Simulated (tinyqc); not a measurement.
Photoconductance decay in a wafer: bulk and surface recombination modes, and iron detection by pair splitting: one step, computed by the program tinyqc. Command: `OMP_NUM_THREADS=1 python tinyqc.py 3113113 3113114 out.jsonl pcd walk`. One thread of a shared host (Intel(R) Xeon(R) Processor @ 2.30GHz), about 0.01 s of CPU time with the checks.

Both faces of the wafer have the same S; injection is low and all coefficients are constant. x runs from -W/2 to W/2.

Problem. Effective lifetime. Even modes cos(a x) obey b tan b = S W/(2 D) with b = a W/2, odd modes sin(a x) obey -b cot b = S W/(2 D); each decays at the rate 1/tau_b + D a^2. tau_eff is the decay time of the first mode. The surface time is 1/(D a^2) of that mode; shortcuts for it are W/(2 S), W^2/(pi^2 D) and their sum, whose error is sum/surface time - 1.

Inputs (values chosen for the exercise, modelled on p-type silicon):
```
quantity                          value         unit
thickness W                         775   micrometre
diffusivity D                      33.8       cm^2/s
bulk lifetime tau_b without iron    660  microsecond
surface recombination velocity S     42         cm/s
```

Give: tau_eff; surface time; W/(2 S); W^2/(pi^2 D); error of the sum; tau_eff/tau_b.

Solution.

tau_eff = 387.32 microsecond

surface time = 937.47 microsecond

W/(2 S) = 922.62 microsecond

W^2/(pi^2 D) = 18.005 microsecond

error of the sum = 0.33595 %

tau_eff/tau_b = 0.58685

The surfaces are slow against diffusion, so W/(2 S) is the larger part. tau_eff is only 0.59 of tau_b, so it understates the bulk lifetime.
